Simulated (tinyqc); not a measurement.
Series resistance and length offset from two lengths at two overdrives.

Problem. In strong inversion R W = Rsd + k(x)(L - dL), k(x) = (1 + th1 x)/(mu0 Cox x), x the overdrive, Cox = eps0 eox/tox, with Rsd and dL independent of x. Find dL, Rsd, mu0 and th1.

Inputs (values chosen for the exercise): relative permittivity of the gate insulator (close to silicon nitride) eox = 7.68; insulator thickness tox = 7.9 nm.

Constants: eps0 = 8.8541878128e-14 F/cm where lengths are in cm. Results are converted to the units shown.

total resistance times width (ohm um):
```
                  L = 0.053 um    L = 1 um
overdrive 0.5 V     483.976677  7011.76207
overdrive 0.97 V    366.389868  4524.92615
```

Solution. At each overdrive R W is a straight line in L; the two lines cross at L = dL, R W = Rsd. Their slopes give k x = (1 + th1 x)/(mu0 Cox), a straight line in x.

dL = 0.00600 um
Rsd = 160 ohm um
mu0 = 450 cm^2/(V s)
th1 = 0.670 1/V

Computed by the program tinyqc: `OMP_NUM_THREADS=1 python tinyqc.py 2210075 2210076 out.jsonl`, one thread of a shared Intel Xeon 2.30GHz, about 0.01 s for the whole run.
